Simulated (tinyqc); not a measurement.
From results to parameters: Luttinger model of the valence bands. Computed by the program tinyqc.

Problem. In the four-band Luttinger model 1/m = g1 -/+ 2 g2 along [100] and g1 -/+ 2 g3 along [111]. Find g1, g2, g3 and the light hole mass along [111].

heavy and light hole masses along [100] (electron masses): 0.238095  0.139665
heavy hole mass along [111] = 0.704225 electron masses

Solution. The mean of the two inverse masses along [100] is g1 and a quarter of their difference is g2; g3 = (g1 - 1/m_hh[111])/2.

g1, g2, g3: 5.680  0.740  2.130
light hole mass along [111] = 0.101 electron masses
